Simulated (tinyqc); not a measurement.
Changing the absorbed power P: global model of a low-pressure process discharge: electron temperature, density, ion flux and ion energy. Computed by tinyqc, a small Python program. Command: `OMP_NUM_THREADS=1 python tinyqc.py 3112530 3112531 out.jsonl plasma sweep`. One thread of a shared host (Intel(R) Xeon(R) Processor @ 2.30GHz), about 0.01 s of CPU time with the checks.

Maxwellian electrons with temperature T_e in eV, one positive ion, no negative ions, uniform bulk density n; rate constants have the Arrhenius form.

Inputs (values chosen for the exercise, of the order of those of an inductive discharge in a simple atomic gas):

| quantity | value | unit |
|---|---|---|
| ion mass M | 28 | u |
| ionisation prefactor K0 | 5.3e-14 | m^3/s |
| ionisation energy E_iz | 15.6 | eV |
| excitation prefactor X0 | 7.5e-15 | m^3/s |
| excitation energy E_ex | 8.25 | eV |
| elastic rate constant K_el | 6.9e-14 | m^3/s |
| ion-neutral cross section | 9.2e-19 | m^2 |
| pressure p | 0.19 | Pa |
| gas temperature T_g | 500 | K |
| radius R | 19 | cm |
| height L | 18 | cm |
| bias power P_b | 84 | W |
| radius of the biased electrode | 15 | cm |
| bias frequency | 60 | MHz |

Constants: k_B = 1.380649e-23 J/K; e = 1.602176634e-19 C; u = 1.6605390666e-27 kg; m_0 = 9.1093837015e-31 kg; eps_0 = 8.8541878128e-12 F/m.

Method:
- n_g = p/(k_B T_g); lambda_i = 1/(n_g sigma); h_L = 0.86/sqrt(3 + L/(2 lambda_i)), h_R = 0.8/sqrt(4 + R/lambda_i); A_eff = 2 pi R^2 h_L + 2 pi R L h_R; d_eff = pi R^2 L/A_eff.
- Particle balance: K0 exp(-E_iz/T_e) n_g d_eff = u_B, u_B = sqrt(e T_e/M).
- Root found by bracketing.
- E_c = E_iz + (X0 exp(-E_ex/T_e) E_ex + K_el (3 m_0/M) T_e)/K_iz; wall potential V_s = (T_e/2) ln(M/(2 pi m_0)); E_T = E_c + 2 T_e + T_e/2 + V_s; n = P/(e u_B A_eff E_T); ion current density J = e h_L n u_B; ionised share n/n_g.
- All bias power goes to ions: V_b = P_b/(J pi r^2). Debye length at the sheath edge lambda_D = sqrt(eps_0 T_e/(e h_L n)); Child-law sheath s = (sqrt2/3) lambda_D (2 V/T_e)^(3/4), V = V_b + V_s; ion transit time tau_i = 3 s sqrt(M/(2 e V)); collisions in the sheath s/lambda_i.

One run for each value:

| absorbed power P (W) | plasma density n (1/cm^3) | bias voltage V_b (V) | sheath width s (mm) | transit time over bias period |
|---|---|---|---|---|
| 60 | 1.4257e+10 | 381.35 | 5.1374 | 17.641 |
| 210 | 4.9899e+10 | 108.96 | 1.1596 | 7.074 |
| 400 | 9.5046e+10 | 57.20 | 0.5658 | 4.493 |
| 750 | 1.7821e+11 | 30.51 | 0.2963 | 2.937 |
| 1400 | 3.3266e+11 | 16.34 | 0.1667 | 1.969 |
| 2700 | 6.4156e+11 | 8.47 | 0.0983 | 1.327 |
| 5000 | 1.1881e+12 | 4.58 | 0.0639 | 0.936 |

Give the missing row, absorbed power P (W) = 110.

Computed row; columns: (1) absorbed power P (W); (2) plasma density n (1/cm^3); (3) bias voltage V_b (V); (4) sheath width s (mm); (5) transit time over bias period:
```
(1)         (2)     (3)     (4)     (5)
110  2.6138e+10  208.01  2.4734  11.297
```

Interpolating between the two neighbouring rows (the first column on a logarithmic scale, the others too where they are positive) misses most in sheath width s (mm), by 1.1 %. Over the rows, plasma density n (1/cm^3) rises from 1.43e10 to 1.19e12 (exponent d ln y / d ln x about 1.00 throughout); bias voltage V_b (V) falls from 381 to 4.58 (exponent d ln y / d ln x about -1.0 throughout); sheath width s (mm) falls from 5.14 to 0.0639 (exponent d ln y / d ln x -1.2 between the first rows and -0.70 between the last). The exponent of plasma density n stays at 1: the power balance is linear in n. The exponent of bias voltage V_b stays at -1: more ions share the bias power.

Caution (rows 2700, 5000): at this ionised share gas depletion and heating, left out here, matter.
